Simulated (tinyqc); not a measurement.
Gated two-dimensional channel with two bands, quantum capacitance: one step of the calculation.

phi is the Fermi level above the lowest band edge, in volts; Vg is counted from the gate voltage at which an empty channel would have phi = 0. The channel has no thickness; trap charge is -q Dit phi.

Task. Gate capacitance. Cox = eps0 eox/tox.

Values chosen for this exercise:
- eox = 3.9 (relative permittivity of the gate insulator (close to silicon dioxide))
- tox = 11 nm (insulator thickness)

Constants: eps0 = 8.8541878128e-14 F/cm where lengths are in cm. Results are converted to the units shown.

Wanted: Cox.

Result.

Cox = 0.31392 uF/cm^2

tinyqc, about 0.01 s, one thread, Intel Xeon 2.30GHz (shared host): `OMP_NUM_THREADS=1 python tinyqc.py 2200137 2200138 out.jsonl`
